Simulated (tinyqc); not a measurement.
## Trap density from two Hall measurements

Inverse problem. p-type body, charge-sheet picture, full ionisation (an idealisation for deep acceptors), Boltzmann statistics for free electrons. e = Ec - EF at the surface. psi = Eg - Vt ln(Nv/Na) - e; N_dep = sqrt(2 eps0 eps_r Na (psi - Vt)/q); n_f = sqrt(N_dep^2 + 2 eps0 eps_r Vt Nc exp(-e/Vt)/q) - N_dep; Vg = Vfb + psi + q (N_dep + n_t + n_f)/Cox, Cox = eps0 eox/tox. Find e and n_t at both points and the mean trap density between them.

Inputs (values chosen for the exercise); band and dielectric values close to those of silicon: temperature T = 250 K; band gap Eg = 1.13 eV; relative permittivity eps_r = 11.6; conduction-band density of states at T Nc = 2.1e19 cm^-3; valence-band density of states at T Nv = 1.99e19 cm^-3; relative permittivity of the insulator eox = 3.9; insulator thickness tox = 28 nm; acceptor density Na = 6.8e15 cm^-3; flat-band voltage without trapped charge Vfb = -0.98 V.

Constants: q = 1.602176634e-19 C, kB = 1.380649e-23 J/K, Vt = kB T/q, eps0 = 8.8541878128e-14 F/cm where lengths are in cm. Results are converted to the units shown.

Vg (V): [0.82667416, 1.7517835]
free sheet density from the Hall effect (cm^-2): [9.6881640e8, 5.4254415e10]

Answer. Each n_f fixes e; what the gate voltage holds beyond psi, N_dep and n_f is trapped; the difference quotient is the density, smeared over a few Vt.

e (eV): [0.202, 0.112]
n_t (cm^-2): [5.55e11, 1.13e12]
mean trap density = 6.38e12 cm^-2 eV^-1

Program tinyqc, `OMP_NUM_THREADS=1 python tinyqc.py 2222157 2222158 out.jsonl`; Intel Xeon 2.30GHz, shared host, one thread, about 0.02 s.
